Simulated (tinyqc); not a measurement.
Kinetic Monte Carlo and master equation for a particle on a ring of sites with traps and bias: one step, computed by the program tinyqc.

8 sites on a ring, numbered 1 to 8. The saddle between i and i+1 lies at E0 + s b_i and site i at s eps_i; a force F tilts the landscape, with the saddle half-way.

Problem. Closed form at zero force. At zero force D0 = a^2 nu exp(-E0/(k_B T)) / [<exp(-s eps/(k_B T))> <exp(s b/(k_B T))>], with means over the ring; Einstein relation v = D0 F/(k_B T); 1 angstrom = 1e-8 cm.

Inputs (values chosen for the exercise, for a model defect):
```
quantity                        value         unit
reference barrier E0             0.79           eV
scale factor s of the disorder      1            -
attempt frequency nu              6.8          THz
temperature T                     520            K
site spacing a                    2.1     angstrom
force F along the ring           0.03  eV/angstrom
```

Disorder: both.

site energies eps_i (eV): -0.056  -0.036  -0.065  0  0  -0.082  0  0

saddle shifts b_i between sites i and i+1 (eV): -0.011  -0.011  0.029  -0.0063  0.0021  -0.012  0.025  -0.014

Constants: k_B = 8.617333262e-05 eV/K.

Give: zero-force diffusivity D0; D0 over the value without disorder; Einstein drift.

Solution.

zero-force diffusivity D0 = 2.424e-11 cm^2/s

D0 over the value without disorder = 0.3665

Einstein drift = 0.001623 cm/s
